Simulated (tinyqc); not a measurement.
Coherent transport through a tight-binding region between two chains, step by step. Computed by tinyqc, a small Python program that keeps every step. Settings: temperature = 77, mu = 0.06. Command: `OMP_NUM_THREADS=1 python tinyqc.py 22997 22998 out.jsonl` (the two numbers bound the seeds that draw the settings). One thread of a shared host (Intel(R) Xeon(R) Processor @ 2.60GHz), about 0.09 s of CPU time with the checks.

## Transmission at E = -0.55 eV

H of the central region (eV):
```
           1          2          3          4
1   0.000000  -0.940000   0.000000   0.000000
2  -0.940000   0.000000  -0.800000   0.000000
3   0.000000  -0.800000   0.000000  -0.800000
4   0.000000   0.000000  -0.800000   0.000000
```

Leads: semi-infinite chains with site energy 0:
```
parameter                           value
lead hopping t (eV)              2.220000
coupling to the left lead (eV)   0.790000
coupling to the right lead (eV)  0.840000
left contact site                       1
right contact site                      4
```

E = -0.550000 eV

Surface Green function g = (E - i sqrt(4 t^2 - E^2)) / (2 t^2); self-energy tc^2 g on each contact site; G = (E - H - Sigma)^(-1); Gamma = -2 Im Sigma; T = Gamma_L Gamma_R |G_LR|^2; local density of states -Im G_ii / pi.

g = -0.055799-0.446981i 1/eV

G (1/eV):
```
                     1                   2                    3                    4
1   0.019838-1.475284i  0.636887-0.814430i   0.414550+1.173537i  -0.351884+1.621237i
2   0.636887-0.814430i  0.107356-0.635363i   0.575465+0.520143i   0.288276+0.992962i
3   0.414550+1.173537i  0.575465+0.520143i  -0.091464-1.021308i   0.611653-1.222293i
4  -0.351884+1.621237i  0.288276+0.992962i   0.611653-1.222293i   0.132235-1.833288i
```

local density of states (1/eV): 0.469597  0.202242  0.325092  0.583554

transmission = 0.968581

## Transmission across the band

The same steps on a grid of energies.

T(E):
```
E (eV)              T
-4.21800000  2.17e-07
-3.79620000  1.49e-06
-3.37440000  0.000007
-2.95260000  0.000029
-2.53080000  0.000152
-2.10900000  0.001171
-1.68720000  0.023271
-1.26540000  0.567009
-0.84360000  0.434640
-0.42180000  0.750371
0.00000000   0.333610
0.42180000   0.750371
0.84360000   0.434640
1.26540000   0.567009
1.68720000   0.023271
2.10900000   0.001171
2.53080000   0.000152
2.95260000   0.000029
3.37440000   0.000007
3.79620000   1.49e-06
4.21800000   2.17e-07
```

levels of the isolated region (eV): -1.363628  -0.551470  0.551470  1.363628

## Current

I = (2e/h) int T(E) [f(E - mu - V/2) - f(E - mu + V/2)] dE at 77 K with mu = 0.06 eV, the bias not changing H; 2e^2/h = 77.48092 microsiemens; the integral runs over the band on 4001 points.

Current:
```
V (volt)  I (microampere)
0.010000         0.263259
0.050000         1.317625
0.100000         2.643613
0.200000         5.355101
0.400000        11.284791
0.800000        28.064375
```
